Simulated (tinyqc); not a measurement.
From results to parameters: Hueckel model of a polar double bond. Computed by the program tinyqc.

Problem. A C=X pi bond in Hueckel theory has H_XX = alpha + h beta, H_CC = alpha and H_CX = k beta, with two electrons. Find h, k, the charge on carbon and the bond order.

x values of the two levels (E = alpha + x beta): 1.506926  -0.246926

Solution. The sum of the x values is h and their product is -k^2; the charge on carbon is h/sqrt(h^2 + 4k^2) and the bond order 2k/sqrt(h^2 + 4k^2).

h, k: 1.260  0.610
charge on carbon, bond order: 0.7184  0.6956
